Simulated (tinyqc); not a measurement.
# Space-charge-limited current with shallow traps: what changes with what

One carrier type, drift only, an injecting contact at x = 0 (zero field) and thickness L. The share th = y/(1 + y), y = (Nc/Nt) exp(-Et/kB T), of the injected charge is free: J = q mu n F, eps0 eps_r dF/dx = q (n - n0)/th.

Parameters, values chosen for the exercise:
```
symbol,value,unit,meaning
T,300,K,temperature
eps_r,19.9,,relative permittivity
mu,0.042,cm^2/(V s),mobility
L,1400,nm,thickness
Nc,1.6e20,cm^-3,band density of states
Nt,2e17,cm^-3,trap density
Et,0.41,eV,trap depth
n0,7.5e10,cm^-3,free carrier density in equilibrium
V,22,V,voltage
```

Constants: q = 1.602176634e-19 C, kB = 1.380649e-23 J/K, Vt = kB T/q, eps0 = 8.8541878128e-14 F/cm where lengths are in cm. Results are converted to the units shown.

Each table varies one quantity; the others keep the values above.

## Effect of the thickness

Ohmic J = q n0 mu V/L; Mott-Gurney J = (9/8) th eps0 eps_r mu V^2/L^3; they cross at Vx = 8 q n0 L^2/(9 th eps0 eps_r); traps fill at V_TFL = q Nt L^2/(2 eps0 eps_r). Exact: with u = n0/n(L), w = -u - ln(1 - u) and v = -u - u^2/2 - ln(1 - u), V = (q n0 L^2/(th eps0 eps_r)) v/w^2 and J = q^2 n0^2 mu L/(th eps0 eps_r w).

Results:
```
L (nm)	J (A/cm^2)	ohmic (A/cm^2)	Mott-Gurney (A/cm^2)	d ln J/d ln V
490	0.03565	2.266e-4	0.03548	1.995
780	0.008903	1.423e-4	0.008797	1.988
2000	5.638e-4	5.552e-5	5.218e-4	1.925
3200	1.540e-4	3.470e-5	1.274e-4	1.824
5100	4.867e-5	2.177e-5	3.147e-5	1.631
```

Estimate the missing row, L = 1200 nm.

Computed row:
```
L (nm)	J (A/cm^2)	ohmic (A/cm^2)	Mott-Gurney (A/cm^2)	d ln J/d ln V
1200	0.002485	9.253e-5	0.002416	1.972
```

With this row back in the table: J falls from 0.0357 to 4.87e-5 A/cm^2, as L^(-2.98) between the first two rows and L^(-2.47) between the last two (space charge -3, ohmic -1). The thickness law marks a bulk-limited current; an electrode-limited one depends on V/L alone. For L = 490 V exceeds half of V_TFL, which goes as L^2, so trap filling, left out here, would raise the current.

## From ohmic to space-charge-limited current

Same model as above.

From ohmic to space-charge-limited current:
```
V (V)	J (A/cm^2)	ohmic (A/cm^2)	Mott-Gurney (A/cm^2)	d ln J/d ln V
0.077	2.864e-7	2.776e-7	1.864e-8	1.033
0.15	5.764e-7	5.407e-7	7.072e-8	1.071
0.29	1.197e-6	1.045e-6	2.643e-7	1.158
0.57	2.756e-6	2.055e-6	1.021e-6	1.321
1.1	7.003e-6	3.965e-6	3.803e-6	1.516
2.2	2.141e-5	7.931e-6	1.521e-5	1.700
4.2	6.706e-5	1.514e-5	5.545e-5	1.823
8.3	2.392e-4	2.992e-5	2.165e-4	1.904
16	8.482e-4	5.768e-5	8.047e-4	1.948
32	0.003305	1.154e-4	0.003219	1.974
62	0.01225	2.235e-4	0.01208	1.986
```

The local exponent rises from 1.03 to 1.99, passing from ohmic towards the square law around Vx = 1.15 V. In the last row J is 1.4 % above the Mott-Gurney value. For V = 0.077, 0.15, 0.29, 0.57, 1.1, 2.2 the voltage is under 100 kB T/q, where diffusion would add more than a third of the Mott-Gurney current.

Range of the model: Diffusion and a field-dependent mobility are left out. With injecting contacts the diffusion current, about 4 pi^2 Vt th eps0 eps_r mu V/L^3, equals the Mott-Gurney current at V = 35 kB T/q (0.9 V at 300 K), so the drift-only result needs V well above that.

tinyqc, about 0.01 s, one thread, Intel Xeon 2.30GHz (shared host): `OMP_NUM_THREADS=1 python tinyqc.py 2370045 2370046 out.jsonl`
